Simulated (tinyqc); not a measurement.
Worked calculation: epitaxial growth on a vicinal surface: Burton-Cabrera-Frank step flow, step-edge barrier and island nucleation. Computed by tinyqc, a small Python program that keeps every step. Command: `OMP_NUM_THREADS=1 python tinyqc.py 3007015 3007016 out.jsonl stepflow walk`. One thread of a shared host (Intel(R) Xeon(R) Processor @ 2.30GHz), about 0.03 s of CPU time with the checks. Intermediate numbers are printed to about 6 digits and carried at full precision; extremes and crossings named in words are read from the listed rows.

Adatoms land at rate F, hop on a square grid (a simplification for hexagonal faces), desorb, or join steps. Lengths are in units of a and n is the adatom coverage. Steps ascend at x = 0 and descend at x = l.

Inputs (values chosen for the exercise, close to those used for 4H-SiC(0001)):

| quantity | value | unit |
|---|---|---|
| site spacing a | 3.08 | angstrom |
| step height h | 2.52 | angstrom |
| diffusion barrier E_d | 1.66 | eV |
| desorption energy E_a | 3.83 | eV |
| adatom formation energy E_f | 1.73 | eV |
| step-edge barrier E_s | 0 | eV |
| attempt frequency nu | 5 | THz |
| deposition rate F | 1.2 | layers/s |
| miscut angle | 1 | degrees |
| temperature T | 1430 | C |
| critical nucleus size i | 1 | - |

Constants: k_B = 8.617333262e-05 eV/K.

## Scales

D = nu exp(-E_d/(k_B T)) (a^2/s, nu counted per direction); tau = exp(E_a/(k_B T))/nu; x_s = sqrt(D tau); n_eq = exp(-E_f/(k_B T)); terrace width l = h/(a tan(miscut)); Schwoebel length l_s = exp(E_s/(k_B T)) - 1. Temperatures in kelvin are T(C) + 273.15.

D = 6.12177e+07 a^2/s

lifetime tau = 0.0430877 s

diffusion length x_s = 1624.11 a

equilibrium coverage n_eq = 7.59924e-06

terrace width l = 46.8736 a

Schwoebel length l_s = 0 a

l/x_s = 0.0289: nearly every adatom reaches a step.

## Terrace solution

D n'' - n/tau + F = 0 with n(0) = n_eq and -l_s n'(l) = n(l) - n_eq. With u = n - F tau, A = n_eq - F tau, y = l/x_s, s = l_s/x_s: u = A cosh(x/x_s) + B sinh(x/x_s), B = A (1 - cosh y - s sinh y)/(sinh y + s cosh y). Flux into the ascending step J+ = D B/x_s, over the descending one J- = -(D/x_s)(A sinh y + B cosh y); step velocity J+ + J-; growth rate (J+ + J-)/l. For small y: J+ + J- = (F - n_eq/tau) l, J-/J+ = l/(l + 2 l_s). The coverage peaks where n' = 0, tanh(x/x_s) = -B/A.

J+ = 28.1181 atoms per step site and s

J- = 28.1181 atoms per step site and s

growth rate = 1.19974 layers/s

peak coverage = 1.29816e-05

position of the peak = 23.4368 a

0.022 % of the flux desorbs; even closely spaced steps lose n_eq/tau, 0.015 % of F. The ascending step takes 50.0 %, half, as there is no barrier.

## Step flow or islands

Island density on a flat surface without desorption: N = 0.25 (F/D)^(i/(i+2)) exp(E_i/((i+2) k_B T)) per site, with E_i = 0 for i = 1; spacing l_n = N^(-1/2). Step flow needs an effective width l_eff = 2 x(peak) below l_n.

island density N on a flat surface = 6.74075e-04 per site

island spacing l_n = 38.5164 a

ratio l_eff/l_n = 1.21698

The growth lies near the transition between step flow and nucleation. Caution: the prefactor 0.25 and the criterion are estimates, good to a factor of about two in length.

## Growth mode over temperature

x(peak) solves tanh(x/x_s) = -B/A. Rows where evaporation outweighs deposition are left out.

Scales:

| T (C) | x_s (a) | l_s (a) | incorporated share | l_n (a) | l_eff/l_n |
|---|---|---|---|---|---|
| 1230 | 4343.10 | 0 | 0.999989 | 29.9721 | 1.56391 |
| 1280 | 3316.57 | 0 | 0.999980 | 32.1055 | 1.45999 |
| 1330 | 2575.64 | 0 | 0.999959 | 34.2436 | 1.36883 |
| 1380 | 2031.05 | 0 | 0.999909 | 36.3818 | 1.28838 |
| 1430 | 1624.11 | 0 | 0.999784 | 38.5164 | 1.21698 |
| 1480 | 1315.37 | 0 | 0.999461 | 40.6438 | 1.15328 |
| 1530 | 1077.85 | 0 | 0.998641 | 42.7611 | 1.09617 |
| 1580 | 892.77 | 0 | 0.996616 | 44.8655 | 1.04476 |
| 1630 | 746.82 | 0 | 0.991800 | 46.9548 | 0.99827 |

The ratio falls below 1 between 1580 and 1630 C: islands below, step flow above. Incorporation goes from 100.0 % to 99.2 %.

Checks made by the program: growth rate against F minus desorption, from a numerical solution (relative difference below 1e-10).
